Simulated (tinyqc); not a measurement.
Inside a calculation: eight-band Kane k.p model. Values are carried at full precision from step to step, so a last printed digit may differ when a step is redone from the rounded ones.

Constants: hbar^2/2m0 = 3.80998211 eV angstrom^2.

Parameters, chosen for this exercise (near those of GaSb; shifted at random, so the results belong to these values and not to a real crystal): Eg = 0.813 eV (gap at Gamma to the s-like level); Dso = 0.762 eV (spin-orbit splitting); Ep = 27.1 eV (Kane energy); me = 0.0392 m0 (electron mass at Gamma); g1 = 13.37 (Luttinger gamma1); g2 = 4.69 (gamma2); g3 = 6.01 (gamma3); k = (0.007, 0.016, 0.032) 1/angstrom (wave vector); kmax = 0.04 1/angstrom (end of the path).

## Derived values

P = sqrt(Ep c); A = 1/me - Ep (Eg + 2 Dso/3)/(Eg (Eg + Dso)) keeps the electron mass; g1' = g1 - Ep/(3 Eg), g2' = g2 - Ep/(6 Eg), g3' = g3 - Ep/(6 Eg) remove the coupling to S that the Luttinger values already hold; L = -c (g1' + 4 g2'), M = -c (g1' - 2 g2'), N = -6 c g3'. c = hbar^2/2m0.

P = 10.1612 eV angstrom
A = -2.4475

g1', g2', g3': 2.2589  -0.8656  0.4544

L, M, N (eV angstrom^2): 4.5847  -15.2018  -10.3886

The coupling to the valence bands supplies 27.96, against 1/me = 25.51; A makes up the difference. The diagonal terms in A and L bend towards the gap, so the set should be tested for spurious states at large k.

## The Hamiltonian at one k

Eight-band Kane model, basis S, X, Y, Z times spin, zero of energy at the top of the unstrained valence band, c = hbar^2/2m0. Within each spin: H_SS = Eg + A c k^2, H_SX = i P kx (likewise Y, Z), H_XX = -Dso/3 + L kx^2 + M (ky^2 + kz^2), H_XY = N kx ky, and cyclic. Spin-orbit term (Dso/3) L.sigma on X, Y, Z with (L_k)_ij = -i epsilon_kij: <X+|H|Y+> = -i Dso/3, <X+|H|Z-> = Dso/3, <Y+|H|Z-> = -i Dso/3, <Z+|H|X-> = -Dso/3, <Z+|H|Y-> = i Dso/3, <X-|H|Y-> = i Dso/3, and their conjugates; + and - are the spin along z. Terms from inversion asymmetry are left out, so every level is twofold.

Fill in the matrix.

H(k) (eV):
```
          S+               X+               Y+        Z+        S-               X-
S+    0.8006          0.0711i          0.1626i   0.3252i         0                0
X+  -0.0711i          -0.2732  -0.0012-0.2540i   -0.0023         0                0
Y+  -0.1626i  -0.0012+0.2540i          -0.2691   -0.0053         0                0
Z+  -0.3252i          -0.0023          -0.0053   -0.2539         0          -0.2540
S-         0                0                0         0    0.8006          0.0711i
X-         0                0                0   -0.2540  -0.0711i          -0.2732
Y-         0                0                0  -0.2540i  -0.1626i  -0.0012-0.2540i
Z-         0           0.2540          0.2540i         0  -0.3252i          -0.0023

                 Y-        Z-
S+                0         0
X+                0    0.2540
Y+                0  -0.2540i
Z+          0.2540i         0
S-          0.1626i   0.3252i
X-  -0.0012+0.2540i   -0.0023
Y-          -0.2691   -0.0053
Z-          -0.0053   -0.2539
```

## Levels and orbital character

Diagonalise H; the levels come in pairs. The weights are summed over spin and averaged over each pair.

levels, each twofold (eV): -0.8041  -0.1048  -0.0124  0.9255

weights:
```
   pair 1  pair 2  pair 3  pair 4
S   0.020   0.087   0.001   0.892
X   0.310   0.233   0.451   0.007
Y   0.320   0.258   0.400   0.021
Z   0.350   0.422   0.148   0.080
```

The conduction pair has 10.8 % valence character at this k; the valence pair with most S character is pair 2 (8.7 %).

## Bands along [100] and [111]

The same diagonalisation at six points |k| = 0, kmax/5, ..., kmax along each direction.

Levels (eV):
```
direction  |k| (1/angstrom)   pair 1   pair 2   pair 3  pair 4
[100]                 0.000  -0.7620   0.0000   0.0000  0.8130
[100]                 0.008  -0.7640  -0.0055  -0.0010  0.8192
[100]                 0.016  -0.7698  -0.0215  -0.0039  0.8372
[100]                 0.024  -0.7796  -0.0466  -0.0088  0.8657
[100]                 0.032  -0.7935  -0.0789  -0.0156  0.9030
[100]                 0.040  -0.8115  -0.1168  -0.0243  0.9473
[111]                 0.000  -0.7620   0.0000   0.0000  0.8130
[111]                 0.008  -0.7640  -0.0061  -0.0003  0.8192
[111]                 0.016  -0.7699  -0.0239  -0.0013  0.8371
[111]                 0.024  -0.7800  -0.0514  -0.0030  0.8651
[111]                 0.032  -0.7946  -0.0864  -0.0053  0.9013
[111]                 0.040  -0.8143  -0.1265  -0.0082  0.9437
```

At kmax the conduction band lies 3.6 meV and the top valence band 16.1 meV apart between the two directions. k.p holds near Gamma; the zone edge lies near 1 1/angstrom.

## Masses at Gamma

m*/m0 = c h^2/(E(h) - E(0)) with |k| = h = 0.0001 1/angstrom; negative values are hole-like.

Masses (m0):
```
direction  pair 1  pair 2  pair 3  pair 4
[100]      -0.125  -0.044  -0.251   0.039
[111]      -0.125  -0.039  -0.741   0.039
```

Without strain the limits are known: me for pair 4, -1/(g1 -/+ 2 g2) for the heavy and light holes along [100], -1/(g1 -/+ 2 g3) along [111], and -1/(g1 - Ep Dso/(3 Eg (Eg + Dso))) = -0.125 for the split-off band.

## Checks

- Electron mass of the unstrained model by finite differences against the input me: both 0.03920.
- Heavy-hole mass along [100] against 1/(g1 - 2 g2): both 0.2506.
- Light-hole mass along [100] against 1/(g1 + 2 g2): both 0.04396.

(tinyqc, `OMP_NUM_THREADS=1 python tinyqc.py 1050618 1050619 out.jsonl`, Intel(R) Xeon(R) Processor @ 2.30GHz, 1 thread, shared host, about 0.01 s.)
